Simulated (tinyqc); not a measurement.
# Hot carriers by balance equations with a heated Maxwellian, step by step

A worked calculation. Computed by tinyqc, a small Python program that keeps every step. Command: `OMP_NUM_THREADS=1 python tinyqc.py 3030037 3030038 out.jsonl hot walk`. One thread of a shared host (Intel(R) Xeon(R) Processor @ 2.30GHz), about 0.02 s of CPU time with the checks. Intermediate numbers are printed to about 7 digits and carried at full precision; extremes and crossings named in words are read from the listed rows.

The carriers follow a Maxwellian at an electron temperature T_e, slightly displaced; the drift energy is neglected against k_B T_e. The balance averages the rate, not the time, so mu_0 lies below the relaxation-time value.

Inputs (values chosen for the exercise, modelled on electrons in silicon):
```
quantity,value,unit
effective mass m,0.322,m_0
density rho,2329,kg/m^3
sound velocity v_l,9110,m/s
acoustic deformation potential D_A,8.9,eV
phonon energy hbar w,57.6,meV
optical or intervalley deformation potential D_o,4.5,1e8 eV/cm
final valleys Z_f,5,-
lattice temperature T,400,K
electric field F,1.9,kV/cm
iteration cap,300,-
```

Band: parabolic. Solver: Newton.

Constants: k_B = 8.617333262e-05 eV/K; k_B = 1.380649e-23 J/K; e = 1.602176634e-19 C; hbar = 1.054571817e-34 J s; m_0 = 9.1093837015e-31 kg; hbar = 6.582119569e-16 eV s.

## Equilibrium values

Parabolic band: E = hbar^2 k^2/(2 m), speed v = hbar k/m, states per spin, volume and energy g(E) = m k/(2 pi^2 hbar^2). Masses are multiplied by m_0 and all formulas are in SI units. Phonon occupation N_q = 1/(exp(hbar w/(k_B T)) - 1). Acoustic deformation potential (elastic, equipartition, absorption and emission together): 1/tau = 2 pi k_B T D_A^2 g(E)/(hbar rho v_l^2). Optical or intervalley deformation potential: 1/tau = (pi Z_f D_o^2/(rho w)) [N_q g(E + hbar w) + (N_q + 1) g(E - hbar w)], with g = 0 below the band edge. Averages over the Maxwellian, <y> = int y x^(1/2) exp(-x) dx / int x^(1/2) exp(-x) dx with x = E/(k_B T_e), split at x_0 = hbar w/(k_B T_e): 64 Gauss-Legendre points in sqrt(x) below it and 128 in sqrt(x - x_0) above it, up to x = 32. Momentum balance: mu(T_e) = e/(m nu), nu = <x (sum of rates)>/<x>. Power lost per carrier: P(T_e) = hbar w <emission rate - absorption rate> + <(2 m v_l^2/(k_B T)) (E - 2 k_B T) acoustic rate>. Energy relaxation time at weak heating: tau_E = (3/2) k_B / (dP/dT_e), the derivative by a central difference of +/- 0.5 K at T_e = T.

low-field mobility mu_0 = 704.7250 cm^2/(V s)

energy relaxation time tau_E = 0.4512627 ps

tau_E is 3.50 times the momentum relaxation time m mu_0/e: energy is lost more slowly than direction, which is why carriers heat.

## Balance functions

The field that sustains T_e follows from e mu F^2 = P.

Against the electron temperature:
```
T_e (K),mu (cm^2/(V s)),P optical (1e9 eV/s),P acoustic (1e9 eV/s),F (kV/cm),drift velocity (1e7 cm/s)
440,654.7147,11.3213,1.795436e-01,4.19120,0.274404
520,578.0973,33.8011,5.855533e-01,7.71249,0.445857
640,499.3538,66.0925,1.299226e+00,11.61714,0.580106
800,430.7028,105.6123,2.420965e+00,15.83762,0.682131
1200,335.8891,188.5176,5.930129e+00,24.06043,0.808164
2000,251.6828,311.7465,1.531153e+01,36.04837,0.907275
3200,195.6548,445.6116,3.389351e+01,49.50526,0.968594
4800,158.3702,581.0986,6.523142e+01,63.88375,1.011728
```

Optical phonons take 98 % of the power in the first row and 90 % in the last. The velocity grows as F^0.80 at first and as F^0.17 at the end, so it levels off; if optical phonons alone set both balances the limit at high T_e would be sqrt(3 hbar w tanh(hbar w/2 k_B T)/(4 m)) = 1.27 in the same unit. Rows above 1400 K (k_B T_e > 0.12 eV) stretch the parabolic band.

## First iteration

Newton: h(T_e) = P - e mu F^2, T_new = T_e - h/h', with h' by a central difference of +/- 0.5 K, limited to the range T to 3 T_e. Start at T_e = 1.5 T.

mu at the start = 522.1047 cm^2/(V s)

P at the start = 5.661566e+10 eV/s

new T_e = 400.6710 K

## The whole iteration

Start at T_e = 1.5 T; stop when T_e moves by less than 1e-6 K or exceeds 1e6 K.

Course of the iteration:
```
iteration,T_e (K),mu (cm^2/(V s)),step (K)
1,600.0000,522.1047,1.993290e+02
2,400.6710,703.8026,8.057897e+00
3,408.7289,692.9644,6.098639e-03
4,408.7228,692.9724,4.732215e-10
```

electron temperature T_e = 408.7228 K

Converged in 4 iterations.

## Drift velocity

v = mu(T_e) F; warm-carrier coefficient (mu/mu_0 - 1)/F^2.

mobility mu(T_e) = 692.9724 cm^2/(V s)

drift velocity = 0.1316648 1e7 cm/s

mu/mu_0 = 0.9833231

(mu/mu_0 - 1)/F^2 = -0.004619645 cm^2/kV^2

T_e/T = 1.02; the simple estimate T + (2/3) e mu_0 F^2 tau_E/k_B would give 409 K, close to the result.

Checks made by the program: detailed balance, P(T_e = T) = 0, on the scale of P at 1.1 T (relative difference below 1e-10).
